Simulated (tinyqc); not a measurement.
## Inductance and parasitic capacitance from two readings

Inverse problem. A loss-free coil L in parallel with C shows the apparent inductance L/(1 - w^2 L C), w = 2 pi f. Find L, C and the self-resonance 1/(2 pi sqrt(L C)).

apparent inductance at 3.2 and 5.2 GHz (nH): [9.3956046, 16.851218]

Answer. The inverse of the reading is 1/L - w^2 C, a straight line in w^2.

L = 7.40 nH
C = 71.0 fF
self-resonance = 6.94 GHz

tinyqc, about 0.01 s, one thread, Intel Xeon 2.30GHz (shared host): `OMP_NUM_THREADS=1 python tinyqc.py 2302186 2302187 out.jsonl`
